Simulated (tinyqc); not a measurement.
What moves the results: conductance of a narrow metal strip with scatterers (square lattice, Green functions). A value that a table varies takes the place of the one given here.

A strip of W sites across with hard walls, site energy 0 and hopping -t. Mode n = 1 to W has profile chi_n(j) = sqrt(2/(W + 1)) sin(n j pi/(W + 1)) and energy en = -2t cos(n pi/(W + 1)); E = en - 2t cos(kn a). With z_n = exp(i kn a) (Im k > 0 for closed modes, |z| < 1) each lead gives the self-energy -t z_n in mode n. One column carries the site energies v, here one foreign atom. In the mode basis V_nm = sum_j chi_n(j) v_j chi_m(j), G = (E - en + 2 t z_n - V)^-1, and t_nm = 2t sqrt(sin(kn a) sin(km a)) G_nm in size for open modes. T = sum |t_nm|^2, conductance (2e^2/h) T.

Constants: e^2/h = 3.874045865e-05 S.

Parameters, chosen for this exercise (hopping and spacing of the size met in Cu or Al; the lattice is a model; shifted at random, so the results belong to these values and not to a real crystal): t = 1.75 eV (hopping); W = 3 (sites across); v = (0, -6.8, 0) eV (site energies in the scattering column); a = 2.83 angstrom (spacing); E = -0.61 eV (Fermi energy).

## Conductance steps with and without the scatterer

E is varied across the lower half of the band.

Against energy:
```
E/t    E (eV)  open modes       T  reflected
-3.30  -5.775           1  0.0337     0.9663
-2.95  -5.162           1  0.0977     0.9023
-2.65  -4.638           1  0.1175     0.8825
-2.30  -4.025           1  0.1091     0.8909
-1.95  -3.413           2  1.0725     0.9275
-1.65  -2.888           2  1.0270     0.9730
-1.30  -2.275           2  1.0036     0.9964
-0.95  -1.663           2  1.2269     0.7731
-0.65  -1.137           2  1.8767     0.1233
-0.30  -0.525           3  2.0967     0.9033
0.05    0.087           3  2.1164     0.8836
```

The clean strip goes from 1 to 3 open modes. The reflected flux ranges from 0.123 (E/t = -0.65) to 0.996 (E/t = -1.3). A scatterer on one site acts on one combination of modes only, so it can reflect at most one unit.

## The same scatterer in wider strips

Width (W + 1) a; the strength is the entry of v largest in size. The foreign atom sits at site W/2 + 1, rounded down. Added resistance (1/T - 1/M)/(2 e^2/h), M the number of open modes.

Against width:
```
W   width (angstrom)   M        T     T/M  added resistance (ohm)
3               11.3   3   2.0887  0.6962                  1876.9
4               14.2   4   3.0338  0.7584                  1027.7
5               17.0   4   3.3958  0.8490                   574.1
6               19.8   5   4.0347  0.8069                   617.6
8               25.5   7   6.0053  0.8579                   305.4
10              31.1   8   7.0084  0.8761                   228.3
14              42.5  12  11.0277  0.9190                    94.8
20              59.4  16  15.0143  0.9384                    53.0
```

The added resistance is 1877 ohm at W = 3 and 53.0 at W = 20; from W = 10 to 20 it changes by a factor 0.23, where 1/M gives 0.50 and 1/M^2 gives 0.25. A point scatterer removes at most one unit of M (here 0.60 to 0.99), so its resistance is at most 1/(M (M - 1)) in units of h/2e^2, without bound for M = 1, with jumps where modes open or where the site sits near a node of the open modes; the largest value is at W = 3 (1877 ohm).

## What each change does

Open modes M, T and the added resistance (1/T - 1/M)/(2 e^2/h). Each row changes one parameter from the base and keeps the others.

Results:
```
case                  M       T  added resistance (ohm)
base                  3  2.0887                    1877
t = 1.82 eV           3  2.0978                    1850
E = -0.47 eV          3  2.1010                    1841
v = (0, -8.84, 0) eV  3  2.0545                    1980
```

The largest shifts from the base row, up to three for each result and ties (the steps differ in size, so this ranks the rows, not the parameters). M: unchanged at the printed digits by t, E and v. T: v -0.0343, E +0.0123, t +0.0091. added resistance (ohm): v +103, E -36, t -27.

tinyqc: `OMP_NUM_THREADS=1 python tinyqc.py 1452899 1452900 out.jsonl`; about 0.01 s, one thread, shared Intel(R) Xeon(R) Processor @ 2.30GHz.
